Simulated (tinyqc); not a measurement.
# One-sided p+-n junction, ionisation integral and breakdown: what changes with what

A p+ layer at x < 0 and an n drift layer from x = 0. Depletion approximation, built-in voltage neglected. Local ionisation coefficients alpha_n = an exp(-(bn/E)^mx), alpha_p = ap exp(-(bp/E)^mx). Electrons move towards +x, holes towards x = 0.

Inputs (values chosen for the exercise); material values close to those of gallium nitride:
```
symbol,value,unit,meaning
eps_r,9.4,,relative permittivity
an,3.02e8,1/cm,prefactor of the electron ionisation coefficient
bn,3.28e7,V/cm,field constant for electrons
ap,1.27e8,1/cm,prefactor of the hole ionisation coefficient
bp,1.98e7,V/cm,field constant for holes
mx,1,,exponent
mu,1020,cm^2/(V s),electron mobility of the drift layer
N,1.6e16,cm^-3,donor density of the drift layer
```

Constants: q = 1.602176634e-19 C, eps0 = 8.8541878128e-14 F/cm where lengths are in cm. Results are converted to the units shown.

Each table varies one quantity; the others keep the values above.

## Multiplication against voltage

W = sqrt(2 eps0 eps_r V/(q N)), peak field E0 = q N W/(eps0 eps_r), falling linearly to 0 at W. G(x) = integral from 0 to x of (alpha_n - alpha_p); I_n = integral of alpha_n exp(-G) (electrons injected at x = 0), I_p = integral of alpha_p exp(G(end) - G) (holes injected at the far edge); M = 1/(1 - I). Integrals on a fine grid; BV is where I_n = 1. Here BV = 1082.21 V; the Miller exponent is n = ln(1 - 1/M)/ln(V/BV).

Multiplication against voltage:
```
V (V)	E0 (kV/cm)	I_n	I_p	M_n	M_p	Miller n, electrons	Miller n, holes
433	1.63e3	1.39e-5	0.0258	1.00	1.03	12.2	3.99
541	1.83e3	1.48e-4	0.109	1.00	1.12	12.7	3.20
649	2.00e3	9.26e-4	0.296	1.00	1.42	13.7	2.38
758	2.16e3	0.00453	0.573	1.00	2.34	15.2	1.57
866	2.31e3	0.0208	0.825	1.02	5.71	17.4	0.863
931	2.39e3	0.0560	0.922	1.06	12.8	19.2	0.540
996	2.48e3	0.170	0.975	1.21	39.2	21.3	0.311
1040	2.53e3	0.400	0.992	1.67	122	23.0	0.207
1070	2.57e3	0.759	0.998	4.15	566	24.3	0.156
```

What does the table show?

M_n rises from 1.000 to 4.15 and M_p from 1.026 to 566; both diverge at BV. The Miller exponent for electrons rises from 12.2 to 24.3 and that for holes falls from 3.99 to 0.156, so one exponent describes neither over the whole range. The larger multiplication belongs to holes, whose coefficient at the peak field of the last row is 66.5 times the other.

## Effect of the drift doping

Same model as above.

Specific on-resistance Ron = W/(q mu N) with constant mobility and full ionisation.

Effect of the drift doping:
```
N (cm^-3)	BV (V)	E0 at BV (kV/cm)	W at BV (um)	Ron (mohm cm^2)	BV^2/Ron (MW/cm^2)	eps0 eps_r mu E0^3/4 (MW/cm^2)
1.3e15	8.59e3	2.07e3	82.9	39.0	1.89e3	1.89e3
2.6e15	4.81e3	2.20e3	43.9	10.3	2.25e3	2.25e3
4.9e15	2.85e3	2.32e3	24.6	3.07	2.64e3	2.64e3
9.4e15	1.67e3	2.46e3	13.6	0.884	3.15e3	3.15e3
1.8e16	984	2.61e3	7.54	0.256	3.78e3	3.78e3
3.5e16	576	2.79e3	4.14	0.0723	4.59e3	4.59e3
6.7e16	344	2.98e3	2.31	0.0211	5.61e3	5.61e3
1.3e17	205	3.20e3	1.28	0.00602	6.96e3	6.96e3
```

BV falls from 8590 to 205 V while the critical field rises from 2070 to 3200 kV/cm. BV goes as N^(-0.84) between the first two rows and N^(-0.78) between the last two (a coefficient proportional to E^7 gives -0.75 without punch-through). Ron goes as BV^(2.35) over the table; the last two columns agree since BV = E0 W/2 and N = eps0 eps_r E0/(q W).

Numbers from tinyqc (`OMP_NUM_THREADS=1 python tinyqc.py 2120060 2120061 out.jsonl`; about 0.06 s on one thread of a shared Intel Xeon 2.30GHz).
